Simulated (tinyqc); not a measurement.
From results back to parameters: Tamm state at the end of a one-band chain. Three cases, with inputs chosen for the exercise.

Problem. The end state of a chain with hopping -t and end-site shift D has E = D + t^2/D and weight 1 - (t/D)^2 on the end site. The values below come from hidden t and D.

Find: D, t.

Method. With (t/D)^2 = 1 - w, E = D (2 - w), which gives D, and t = |D| sqrt(1 - w).

Case 1.

E = 4.254153 eV
weight = 0.798262

Solution.

D, t (eV): 3.540  1.590

Case 2.

E = -4.309541 eV
weight = 0.587036

Solution.

D, t (eV): -3.050  1.960

Case 3.

E = -3.984780 eV
weight = 0.831443

Solution.

D, t (eV): -3.410  1.400

Computed by tinyqc, one run a case: `OMP_NUM_THREADS=1 python tinyqc.py N N+1 out.jsonl` with N = 1481061, 1481066, 1481240; one thread of a shared Intel(R) Xeon(R) Processor @ 2.30GHz, about 0.01 s a run at most.
